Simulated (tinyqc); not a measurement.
Worked calculation (part 2 of 2): RKS/LDA (VWN5) in the sto-3g basis, for BeH2, spin multiplicity 1. Computed by tinyqc, a small Python program that keeps every step (integrals from PySCF). Command: `OMP_NUM_THREADS=1 python tinyqc.py 26815 26816 out.jsonl` (the two numbers bound the seeds that draw the settings). One thread of a shared host (Intel(R) Xeon(R) Processor @ 2.60GHz), about 0.6 s of CPU time with the checks.

Geometry (angstrom):
```
atom         x          y         z
Be    0.000000   0.000000  0.000000
H     0.000000   1.796000  0.167000
H     0.000000  -1.796000  0.167000
```

## Iteration 2: DIIS over 2 matrices

error matrix X^T (FDS - SDF) X:
```
           1          2          3          4         5          6          7
1   0.000000   0.123716  -0.041620  -0.046090  0.004742  -0.186161  -0.099735
2  -0.123716   0.000000  -0.065591   0.054579  0.014119   0.226734  -0.040538
3   0.041620   0.065591   0.000000   0.022659  0.001140   0.071428   0.017050
4   0.046090  -0.054579  -0.022659   0.000000  0.007713   0.159654   0.093996
5  -0.004742  -0.014119  -0.001140  -0.007713  0.000000  -0.020721  -0.006345
6   0.186161  -0.226734  -0.071428  -0.159654  0.020721   0.000000   0.128504
7   0.099735   0.040538  -0.017050  -0.093996  0.006345  -0.128504   0.000000
```

B (overlaps of the stored error matrices):
```
               1              2
1  4.6357174e+01  5.6877247e-01
2  5.6877247e-01  3.6318884e-01
```

Minimise |sum c_i e_i|^2 with sum c_i = 1: solve [B -1; -1 0][c; lambda] = [0; -1] with B_ij = tr e_i^T e_j, and take F = sum c_i F_i.

DIIS coefficients: -0.004510  1.004510

extrapolated F (hartree):
```
            1Be 1s     1Be 2s    1Be 2px    1Be 2py    1Be 2pz      2H 1s      3H 1s
1Be 1s   -3.507414  -1.067632   0.004716  -0.001291  -0.000408  -0.107061  -0.106767
1Be 2s   -1.067632  -0.438752   0.017801  -0.038325  -0.005960  -0.178610  -0.128471
1Be 2px   0.004716   0.017801   0.048987   0.001561  -0.000012   0.003048   0.002396
1Be 2py  -0.001291  -0.038325   0.001561  -0.010397  -0.003595  -0.185256   0.106527
1Be 2pz  -0.000408  -0.005960  -0.000012  -0.003595   0.047225  -0.017784  -0.010290
2H 1s    -0.107061  -0.178610   0.003048  -0.185256  -0.017784  -0.293544  -0.006373
3H 1s    -0.106767  -0.128471   0.002396   0.106527  -0.010290  -0.006373   0.009340
```

## Iteration 2: diagonalisation and new density

X:
```
            1Be 1s     1Be 2s   1Be 2px    1Be 2py    1Be 2pz      2H 1s      3H 1s
1Be 1s    1.028178  -0.146059  0.000000   0.000000  -0.001214   0.019336   0.019336
1Be 2s   -0.146059   1.103768  0.000000   0.000000   0.008940  -0.167445  -0.167445
1Be 2px   0.000000   0.000000  1.000000   0.000000   0.000000   0.000000   0.000000
1Be 2py   0.000000   0.000000  0.000000   1.133185   0.000000  -0.229906   0.229906
1Be 2pz  -0.001214   0.008940  0.000000   0.000000   1.001035  -0.019492  -0.019492
2H 1s     0.019336  -0.167445  0.000000  -0.229906  -0.019492   1.104161  -0.032001
3H 1s     0.019336  -0.167445  0.000000   0.229906  -0.019492  -0.032001   1.104161
```

Diagonalise F' = X^T F X, C = X C', fill 3 alpha and 3 beta electrons from the bottom; D = 2 C_occ C_occ^T. Each column has its largest component positive (the first on a tie).

F' = X^T F X (hartree):
```
           1          2         3          4          5          6          7
1  -3.403441  -0.612628  0.002355   0.002849  -0.001728   0.010437   0.010369
2  -0.612628  -0.170425  0.018048  -0.031751   0.001925  -0.100204  -0.108239
3   0.002355   0.018048  0.048987   0.001618   0.000036   0.000041   0.000017
4   0.002849  -0.031751  0.001618   0.124335  -0.002256  -0.170229   0.159958
5  -0.001728   0.001925  0.000036  -0.002256   0.048280  -0.014428  -0.013210
6   0.010437  -0.100204  0.000041  -0.170229  -0.014428  -0.211057  -0.028839
7   0.010369  -0.108239  0.000017   0.159958  -0.013210  -0.028839   0.105634
```

orbital energies (hartree): MO1 -3.515690, MO2 -0.324537, MO3 -0.116747, MO4 0.039673, MO5 0.049797, MO6 0.082132, MO7 0.327684

coefficients C:
```
               MO1        MO2        MO3        MO4        MO5        MO6        MO7
1Be 1s    0.985081  -0.109216  -0.210018   0.098958  -0.009553  -0.196714   0.065053
1Be 2s    0.054516   0.270565   0.659750  -0.375701   0.025031   0.755755  -0.267213
1Be 2px  -0.001563  -0.019011  -0.065187   0.550611   0.772253   0.309502  -0.006971
1Be 2py   0.000942   0.197651  -0.297850  -0.212336  -0.036899   0.441982   1.010072
1Be 2pz   0.000721   0.020182   0.018187   0.686526  -0.632227   0.360437  -0.035080
2H 1s    -0.008767   0.804902  -0.195474   0.270333   0.052713  -0.613339  -0.404533
3H 1s    -0.008247   0.015856   0.463655   0.253766   0.047899  -0.452042   0.903059
```

D after iteration 2:
```
            1Be 1s     1Be 2s    1Be 2px    1Be 2py    1Be 2pz      2H 1s      3H 1s
1Be 1s    2.052841  -0.228813   0.028454   0.083791  -0.010628  -0.110983  -0.214464
1Be 2s   -0.228813   1.022894  -0.096472  -0.285955   0.034998   0.176673   0.619474
1Be 2px   0.028454  -0.096472   0.009226   0.031314  -0.003141  -0.005092  -0.061026
1Be 2py   0.083791  -0.285955   0.031314   0.255562  -0.002855   0.434606  -0.269946
1Be 2pz  -0.010628   0.034998  -0.003141  -0.002855   0.001477   0.025366   0.017493
2H 1s    -0.110983   0.176673  -0.005092   0.434606   0.025366   1.372308  -0.155595
3H 1s    -0.214464   0.619474  -0.061026  -0.269946   0.017493  -0.155595   0.430591
```

## Iteration 9 (converged): orbitals

converged F (hartree):
```
            1Be 1s     1Be 2s   1Be 2px    1Be 2py    1Be 2pz      2H 1s      3H 1s
1Be 1s   -3.630020  -1.091961  0.000000   0.000000   0.001117  -0.109198  -0.109198
1Be 2s   -1.091961  -0.474239  0.000000   0.000000   0.000994  -0.153862  -0.153862
1Be 2px   0.000000   0.000000  0.008845   0.000000   0.000000   0.000000   0.000000
1Be 2py   0.000000   0.000000  0.000000  -0.038023   0.000000  -0.142888   0.142888
1Be 2pz   0.001117   0.000994  0.000000   0.000000   0.008443  -0.012869  -0.012869
2H 1s    -0.109198  -0.153862  0.000000  -0.142888  -0.012869  -0.109942  -0.006537
3H 1s    -0.109198  -0.153862  0.000000   0.142888  -0.012869  -0.006537  -0.109942
```

As before.

F' = X^T F X (hartree):
```
           1          2         3          4          5          6          7
1  -3.526659  -0.616064  0.000000   0.000000  -0.001046   0.009537   0.009537
2  -0.616064  -0.206499  0.000000   0.000000   0.008549  -0.104331  -0.104331
3   0.000000   0.000000  0.008845   0.000000   0.000000   0.000000   0.000000
4   0.000000   0.000000  0.000000   0.089147   0.000000  -0.162154   0.162154
5  -0.001046   0.008549  0.000000   0.000000   0.009469  -0.013568  -0.013568
6   0.009537  -0.104331  0.000000  -0.162154  -0.013568  -0.017370  -0.029163
7   0.009537  -0.104331  0.000000   0.162154  -0.013568  -0.029163  -0.017370
```

orbital energies (hartree): MO1 -3.637331, MO2 -0.220986, MO3 -0.182089, MO4 0.004131, MO5 0.008845, MO6 0.083964, MO7 0.283029

coefficients C:
```
               MO1        MO2        MO3        MO4       MO5        MO6        MO7
1Be 1s    0.986220  -0.232691   0.000001   0.064692  0.000000  -0.219711   0.000000
1Be 2s    0.050642   0.694177  -0.000002  -0.244574  0.000000   0.866908   0.000000
1Be 2px   0.000000   0.000000   0.000000  -0.000001  1.000000   0.000000   0.000000
1Be 2py   0.000000   0.000001   0.483336   0.000000  0.000000   0.000001   1.075271
1Be 2pz   0.000175   0.014514   0.000000   0.958937  0.000001   0.288344   0.000000
2H 1s    -0.007879   0.362060   0.465068   0.152326  0.000000  -0.670227  -0.694262
3H 1s    -0.007879   0.362058  -0.465069   0.152326  0.000000  -0.670227   0.694263
```

D after iteration 9:
```
            1Be 1s     1Be 2s   1Be 2px    1Be 2py    1Be 2pz      2H 1s      3H 1s
1Be 1s    2.053550  -0.223168  0.000000   0.000000  -0.006410  -0.184036  -0.184036
1Be 2s   -0.223168   0.968893  0.000000   0.000000   0.020169   0.501867   0.501868
1Be 2px   0.000000   0.000000  0.000000   0.000000   0.000000   0.000000   0.000000
1Be 2py   0.000000   0.000000  0.000000   0.467228   0.000000   0.449569  -0.449569
1Be 2pz  -0.006410   0.020169  0.000000   0.000000   0.000421   0.010507   0.010507
2H 1s    -0.184036   0.501867  0.000000   0.449569   0.010507   0.694875  -0.170281
3H 1s    -0.184036   0.501868  0.000000  -0.449569   0.010507  -0.170281   0.694874
```

## Convergence

Stop when the energy changes by less than 1e-08 hartree and every element of the error matrix X^T (F D S - S D F) X is below 3e-05.

Course of the cycle:
```
iteration   E (hartree)     change  largest element of the error matrix
1           -8.38334069          -                             3.53e+00
2          -15.22349482  -6.84e+00                             2.27e-01
3          -15.20966339   1.38e-02                             3.05e-01
4          -15.34456811  -1.35e-01                             3.06e-02
5          -15.34657083  -2.00e-03                             1.86e-02
6          -15.34710165  -5.31e-04                             3.33e-03
7          -15.34712178  -2.01e-05                             3.65e-04
8          -15.34712217  -3.86e-07                             1.15e-05
9          -15.34712217  -4.95e-10                             5.97e-07
```

PySCF RKS in the same basis, fine grid = -15.34714308 hartree

Converged in 9 iterations. The coarse grid moves the energy by +2.09e-05 hartree.

## Populations, bond orders and dipole

overlap S:
```
           1Be 1s    1Be 2s   1Be 2px    1Be 2py   1Be 2pz     2H 1s      3H 1s
1Be 1s   1.000000  0.259517  0.000000   0.000000  0.000000  0.025052   0.025052
1Be 2s   0.259517  1.000000  0.000000   0.000000  0.000000  0.290324   0.290324
1Be 2px  0.000000  0.000000  1.000000   0.000000  0.000000  0.000000   0.000000
1Be 2py  0.000000  0.000000  0.000000   1.000000  0.000000  0.373581  -0.373581
1Be 2pz  0.000000  0.000000  0.000000   0.000000  1.000000  0.034737   0.034737
2H 1s    0.025052  0.290324  0.000000   0.373581  0.034737  1.000000   0.004838
3H 1s    0.025052  0.290324  0.000000  -0.373581  0.034737  0.004838   1.000000
```

Mulliken: Z minus the diagonal of D S on the atom; Loewdin: the same with S^(1/2) D S^(1/2); Mayer order: 2 sum_s sum (D(s) S)_ij (D(s) S)_ji over the two atoms.

Charges (e):
```
atom   Mulliken    Loewdin
1Be    0.006921   0.004175
2H    -0.003461  -0.002088
3H    -0.003460  -0.002087
```

Mayer bond orders:
```
pair     order
2-1   0.962580
3-1   0.962580
3-2   0.037408
```

dipole moment about the origin, x y z (debye): -0.000001  -0.000005  -0.303275
